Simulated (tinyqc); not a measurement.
Free and trapped electrons in a MOS channel with a dense trap tail: one step of the calculation.

p-type body, charge-sheet picture, full ionisation (an idealisation for deep acceptors), Boltzmann statistics for free electrons. e = Ec - EF at the surface. Acceptor-like traps of density D(E) = D0 + De exp(-E/Ew) at depth E below Ec, from 0 to Eu, hold n_t = integral of D(E)/(1 + exp((e - E)/Vt)). psi = Eg - Vt ln(Nv/Na) - e; N_dep = sqrt(2 eps0 eps_r Na (psi - Vt)/q); n_f = sqrt(N_dep^2 + 2 eps0 eps_r Vt Nc exp(-e/Vt)/q) - N_dep; Vg = Vfb + psi + q (N_dep + n_t + n_f)/Cox, Cox = eps0 eox/tox.

Question. Charges and gate voltage. psi, N_dep, n_f and Vg as defined, with the n_t given; free share n_f/(n_f + n_t); apparent mobility mf n_f/(n_f + n_t); gate voltage spent on traps q n_t/Cox.

Parameters, values chosen for the exercise; band and dielectric values close to those of 4H silicon carbide:

| symbol | value | unit | meaning |
|---|---|---|---|
| T | 300 | K | temperature |
| Eg | 3.26 | eV | band gap |
| eps_r | 9.77 |  | relative permittivity |
| Nc | 1.71e19 | cm^-3 | conduction-band density of states at T |
| Nv | 2.45e19 | cm^-3 | valence-band density of states at T |
| eox | 3.9 |  | relative permittivity of the insulator |
| tox | 40 | nm | insulator thickness |
| Na | 8e15 | cm^-3 | acceptor density |
| Vfb | -2.18 | V | flat-band voltage without trapped charge |
| mf | 60 | cm^2/(V s) | mobility of free electrons |
| e | 0.065 | eV | Ec - EF at the surface |

Constants: q = 1.602176634e-19 C, kB = 1.380649e-23 J/K, Vt = kB T/q, eps0 = 8.8541878128e-14 F/cm where lengths are in cm. Results are converted to the units shown.

n_t = 4.2336218e11 cm^-2

Give: psi; N_dep; n_f; Vg; free share; apparent mobility; gate voltage spent on traps.

Answer.

psi = 2.987 V
N_dep = 5.058e11 cm^-2
n_f = 2.955e11 cm^-2
Vg = 3.080 V
free share = 41.11 %
apparent mobility = 24.66 cm^2/(V s)
gate voltage spent on traps = 0.7857 V

Numbers from tinyqc (`OMP_NUM_THREADS=1 python tinyqc.py 2222139 2222140 out.jsonl`; about 0.02 s on one thread of a shared Intel Xeon 2.30GHz).
